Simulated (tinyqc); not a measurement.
What each form factor does: empirical-pseudopotential levels.

Empirical pseudopotential on the fcc lattice, atoms at +/- tau, tau = a (1,1,1)/8, no spin-orbit coupling. H(G,G') = c (2 pi/a)^2 |k + G|^2 delta + VS(q) cos(q.tau) + i VA(q) sin(q.tau), q = G - G', c = hbar^2/2m0; k and G in units of 2 pi/a; VS at |q|^2 = 3, 8, 11 and VA at 3, 4, 11, in rydberg, zero elsewhere. The basis is fixed: all 89 G with |G|^2 up to Gcut. Energies are counted from the fourth level at Gamma.

Constants: hbar^2/2m0 = 3.80998211 eV angstrom^2; Ry = 13.60569312 eV.

Inputs chosen for the exercise (near those of Ge; shifted at random, so the results belong to these values and not to a real crystal): a = 5.651 angstrom (lattice constant); VS3 = -0.237 Ry; VS8 = 0.01 Ry; VS11 = 0.062 Ry; VA3 = 0 Ry; VA4 = 0 Ry; VA11 = 0 Ry; Gcut = 19 (2 pi/a)^2 (largest |G|^2 of the fixed basis).

Lowest empty singlet and triplet at Gamma and the valence width there (fixed basis); lowest empty level at X = (1,0,0) and L = (1/2,1/2,1/2) from the valence top, these levels and that top with all |k + G|^2 up to 21. Singlet and triplet count orbital degeneracy. VS3 is VS at |q|^2 = 3, and so on. The row for a keeps the form factors fixed, so it is no model of a real expansion, which changes them too.

Results for these values:

| case | singlet (eV) | triplet (eV) | X (eV) | L (eV) | width (eV) |
|---|---|---|---|---|---|
| base | 1.282 | 3.622 | 1.373 | 1.089 | 11.988 |

What happens to each result for VA11 = 0.03 Ry, all else kept?

Answer: singlet falls from 1.282 to 1.133; triplet falls from 3.622 to 3.581; X falls from 1.373 to 1.019; L falls from 1.089 to 1.013; width rises from 11.988 to 12.010.

The same for each parameter in turn:

| case | singlet (eV) | triplet (eV) | X (eV) | L (eV) | width (eV) |
|---|---|---|---|---|---|
| base | 1.282 | 3.622 | 1.373 | 1.089 | 11.988 |
| a = 5.708 angstrom | 1.294 | 3.645 | 1.496 | 1.168 | 11.706 |
| VS3 = -0.227 Ry | 1.372 | 3.480 | 1.129 | 0.988 | 12.026 |
| VS8 = 0.02 Ry | 1.803 | 3.565 | 1.445 | 1.328 | 11.885 |
| VS11 = 0.072 Ry | 1.849 | 3.862 | 1.654 | 1.472 | 11.791 |
| VA3 = 0.03 Ry | 1.334 | 3.655 | 1.104 | 1.101 | 11.998 |
| VA4 = 0.03 Ry | 1.256 | 3.715 | 0.988 | 1.150 | 11.993 |
| VA11 = 0.03 Ry | 1.133 | 3.581 | 1.019 | 1.013 | 12.010 |

In a diamond crystal a small VA enters the levels at Gamma and L only in second order, by symmetry, but splits the degenerate pair at X in first order.

Computed by tinyqc, a small Python program: `OMP_NUM_THREADS=1 python tinyqc.py 1050274 1050275 out.jsonl` (the numbers bound the seed that draws the inputs); one thread of a shared host (Intel(R) Xeon(R) Processor @ 2.30GHz), about 0.5 s for the whole set of steps.
